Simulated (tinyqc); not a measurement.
# In-plane mass from two subband densities

Inverse problem. At zero temperature each occupied subband holds N_k = D (EF - E_k), D = md m0 q/(pi hbar^2) per eV. Two subbands are occupied. Find md, EF - E1 and EF - E2.

Constants: q = 1.602176634e-19 C, hbar = 1.054571817e-34 J s, m0 = 9.1093837015e-31 kg. Results are converted to the units shown.

N1, N2 (cm^-2): 1.1872873e12  8.4e10
E2 - E1 = 40.2 meV

Solution. N1 - N2 = D (E2 - E1) gives D and so md; each N_k/D is a distance to EF.

md = 0.06570 m0
EF - E1 = 43.26 meV
EF - E2 = 3.061 meV

Computed by the program tinyqc: `OMP_NUM_THREADS=1 python tinyqc.py 2140028 2140029 out.jsonl`, one thread of a shared Intel Xeon 2.30GHz, about 0.2 s for the whole run.
